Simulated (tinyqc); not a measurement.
Floating body of a partially depleted SOI transistor: body voltage and kink: one step of the calculation.

Source at 0 V. Channel current Ic = 2 nf K Vt^2 [F(0) - F(Vd)](1 + la Vd), F(V) = ln^2(1 + exp((Vg - VT - nf V)/(2 nf Vt))), VT = VT0 - gb Vb. Saturation voltage Vs = 2 Vt sqrt(F(0)) + 3 Vt, excess Ve = (Vd - Vs + sqrt((Vd - Vs)^2 + 0.0004 V^2))/2, multiplication M1 = Ai Ve exp(-Bl/Ve). Each junction passes D(v) = J1 (exp(v/Vt) - 1) + J2 (exp(v/(2 Vt)) - 1). Bipolar current Ib = bb J1 (exp(Vb/Vt) - 1). The body settles where M1 (Ic + Ib) = D(Vb) + D(Vb - Vd) + Vb/Rb; drain current Id = (1 + M1)(Ic + Ib) - D(Vb - Vd).

Question. Drain current with floating and with grounded body. Id and VT at the converged Vb, Id at Vb = 0, their ratio, and the bipolar share Ib/(Ic + Ib).

Inputs (values chosen for the exercise); values of the order met in partially depleted silicon-on-insulator transistors:
- T = 300 K (temperature)
- VT0 = 0.47 V (threshold at zero body voltage)
- gb = 0.13 (fall of the threshold per volt of body voltage)
- nf = 1.17 (slope factor)
- K = 150 uA/(V^2 um) (gain factor per width)
- la = 0.08 1/V (channel-length modulation factor)
- Ai = 2.3 1/V (impact-ionisation prefactor)
- Bl = 7.9 V (impact-ionisation voltage)
- J1 = 5.2e-13 uA/um (diffusion saturation current of each junction)
- J2 = 2.4e-8 uA/um (recombination saturation current of each junction)
- bb = 0 (gain of the lateral bipolar transistor on the diffusion current)
- Rb = 1e9 kohm um (resistance of a weak body tie to the source (1e9 stands for no tie, and the term is then dropped))
- Vg = 0.77 V (gate voltage)
- Vd = 1.6 V (drain voltage)

Constants: q = 1.602176634e-19 C, kB = 1.380649e-23 J/K, Vt = kB T/q. Results are converted to the units shown.

converged Vb = 0.64319313 V

Give: VT; Id, floating; Id, grounded; ratio; bipolar share.

Answer.

VT = 0.3864 V
Id, floating = 10.69 uA/um
Id, grounded = 6.563 uA/um
ratio = 1.628
bipolar share = 0.000 %

The body rises to 0.643 V and lowers the threshold by 83.6 mV.

Range of the model: The multiplication law is an empirical form chosen for the exercise; self-heating and capacitive coupling to the body are left out, and the linear laws are rough once Vb passes about 0.7 V or M1 about 0.1.

Numbers from tinyqc (`OMP_NUM_THREADS=1 python tinyqc.py 2182062 2182063 out.jsonl`; about 0.2 s on one thread of a shared Intel Xeon 2.30GHz).
